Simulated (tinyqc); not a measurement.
From one barrier to a miniband: Kronig-Penney superlattice by transfer matrices.

Wells (width a, potential 0, mass mw) alternate with barriers (width b, height V0, mass mb); period d = a + b; c = hbar^2/2m0. The vector (psi, psi'/m) is continuous, and a layer of thickness t carries it by M = [[cos kt, (m/k) sin kt], [-(k/m) sin kt, cos kt]] with k = sqrt(m (E - V)/c); for E < V, k = i kappa gives [[cosh, (m/kappa) sinh], [(kappa/m) sinh, cosh]] of kappa t. A Bloch state obeys cos(q d) = tr(Mb Mw)/2.

Constants: hbar^2/2m0 = 3.80998211 eV angstrom^2.

Parameters, chosen for this exercise (near those of a GaAs superlattice with barriers of AlGaAs; not measured data):
```
symbol  value   unit      meaning
a       77      angstrom  well width
b       21      angstrom  barrier width
V0      0.332   eV        barrier height
mw      0.0655  m0        mass in the wells
mb      0.101   m0        mass in the barriers
```

Transmission through N barriers separated by wells, between leads of the well material: T = 4/[(M11 + M22)^2 + (u M12 - M21/u)^2] with u = k/mw and M the product over all layers; twelve evenly spaced energies around the first miniband.

Transmission:
```
E (eV)    tr M/2 of a period   N = 1    N = 2     N = 4     N = 8
0.032784               2.252  0.0470  0.00242  7.26e-06  6.57e-11
0.035656               1.717  0.0509  0.00453  4.74e-05  5.39e-09
0.038527               1.222  0.0548  0.00961  0.000616  3.25e-06
0.041399               0.765  0.0586   0.0259     0.188    0.0610
0.044270               0.344  0.0625    0.123    0.0569     0.360
0.047142              -0.041  0.0663    0.912     0.723     0.402
0.050013              -0.394  0.0701    0.108    0.0600     0.868
0.052885              -0.715  0.0739   0.0375     0.946     0.815
0.055757              -1.007  0.0776   0.0203   0.00489  0.000990
0.058628              -1.270  0.0814   0.0135  0.000691  2.17e-06
0.061500              -1.507  0.0851   0.0101  0.000204  8.82e-08
0.064371              -1.718  0.0888  0.00819  8.59e-05  9.70e-09
```

5 of the energies lie in the miniband (|tr M/2| <= 1); there T for N = 8 runs between 0.061 and 0.868. In the gaps it falls with N: at E = 0.0644 eV from 8.59e-05 (N = 4) to 9.7e-09 (N = 8), a slope of ln T of -2.27 a period, against -2 arccosh|tr M/2| = -2.27.

(tinyqc, `OMP_NUM_THREADS=1 python tinyqc.py 1251142 1251143 out.jsonl`, Intel(R) Xeon(R) Processor @ 2.30GHz, 1 thread, shared host, about 0.05 s.)
